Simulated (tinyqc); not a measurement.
Two coupled magnetic layers: synthetic antiferromagnet, spin flop, exchange bias and magnetoresistance: one step, computed by the program tinyqc. Command: `OMP_NUM_THREADS=1 python tinyqc.py 3020053 3020054 out.jsonl saf walk`. One thread of a shared host (Intel(R) Xeon(R) Processor @ 2.30GHz), about 0.4 s of CPU time with the checks.

Moments lie in the plane at the angles p1, p2 from the field. Energy per area: E = J1 cos(p1 - p2) + J2 cos^2(p1 - p2) - B M_s (t1 cos p1 + t2 cos p2) + K (t1 sin^2 p1 + t2 sin^2 p2).

Task: Saturation field. The parallel state is stable while the Hessian at p1 = p2 = 0 is positive: with c = J1 + 2 J2 and u = B M_s + 2K, (u t1 - c)(u t2 - c) > c^2, so B_sat M_s = c (1/t1 + 1/t2) - 2K. B_K = 2K/M_s.

Inputs (values chosen for the exercise, for a model stack):
```
quantity                         value    unit
saturation magnetisation M_s      1190    kA/m
thickness t1                       2.4      nm
thickness t2                       2.4      nm
antiferromagnetic coupling J1    0.094  mJ/m^2
biquadratic coupling J2          0.015  mJ/m^2
in-plane anisotropy K                7  kJ/m^3
field over the saturation field   0.15       -
```

Field direction: along the easy axis.

Give: exchange field c (1/t1 + 1/t2)/M_s; B_K; saturation field B_sat; applied field B.

Result:

exchange field c (1/t1 + 1/t2)/M_s = 86.835 mT

B_K = 11.765 mT

saturation field B_sat = 75.070 mT

applied field B = 11.261 mT
